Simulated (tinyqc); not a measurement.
## Channel resistance from two points of the on-state curve

Inverse problem. In the p-i-n model Von = V1 + 2 Vt ln(J/(1 A/cm^2)) + J Rch, with V1 independent of J. Find Rch and V1.

Parameters, values chosen for the exercise: temperature T = 300 K.

Constants: q = 1.602176634e-19 C, kB = 1.380649e-23 J/K, Vt = kB T/q. Results are converted to the units shown.

Von at J = 50 and 150 A/cm^2 (V): [0.93472104, 1.0785237]

Solution. Remove the logarithmic junction term; the rest is linear in J.

Rch = 0.8700 mohm cm^2
V1 = 0.6890 V

Program tinyqc, `OMP_NUM_THREADS=1 python tinyqc.py 2590108 2590109 out.jsonl`; Intel Xeon 2.30GHz, shared host, one thread, about 0.01 s.
